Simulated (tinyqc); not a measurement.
From results back to parameters: heavy doping: gap narrowing, degeneracy and the minority density. Three cases, with inputs chosen for the exercise.

Problem. Narrowing at two dopings was computed from hidden E0 and N0, with N0 below Na.

Empirical narrowing (Slotboom form, constants chosen for the exercise; published fits of this form give the apparent narrowing, here it is taken as the true one): dEg = E0 [ln(N/N0) + sqrt(ln(N/N0)^2 + C)].

Case 1.

Values chosen (out of a larger set: gap and densities of states near those of Ge at this temperature; narrowing constants of the size fitted for Si, not for this material; not measured data): C = 0.5 (smoothing constant); Na = 1e+18 1/cm^3; Nb = 3e+19 1/cm^3.

dEg(Na) = 46.5476 meV
dEg(Nb) = 113.1381 meV

Case 2.

Values chosen (out of a larger set: gap and densities of states near those of InP at this temperature; narrowing constants of the size fitted for Si, not for this material; not measured data): C = 0.5 (smoothing constant); Na = 1.1e+18 1/cm^3; Nb = 3.3e+19 1/cm^3.

dEg(Na) = 47.1130 meV
dEg(Nb) = 114.5123 meV

Case 3.

Values chosen (out of a larger set: gap and densities of states near those of Si at this temperature; narrowing constants near the fits for Si; not measured data): C = 0.5 (smoothing constant); Na = 9.7e+17 1/cm^3; Nb = 2.9e+19 1/cm^3.

dEg(Na) = 34.9578 meV
dEg(Nb) = 84.9172 meV

Find: N0; E0.

Solution. The ratio dEg(Nb)/dEg(Na) depends on N0 alone and rises steadily with it; solve for ln N0 by bisection, then E0 from either value.

Case 1.

N0 = 1.0e+17 1/cm^3
E0 = 9.88 meV

Case 2.

N0 = 1.1e+17 1/cm^3
E0 = 10.00 meV

Case 3.

N0 = 9.7e+16 1/cm^3
E0 = 7.42 meV

Computed by tinyqc, one run a case: `OMP_NUM_THREADS=1 python tinyqc.py N N+1 out.jsonl` with N = 1651718, 1651854, 1651865; one thread of a shared Intel(R) Xeon(R) Processor @ 2.30GHz, about 0.02 s a run at most.
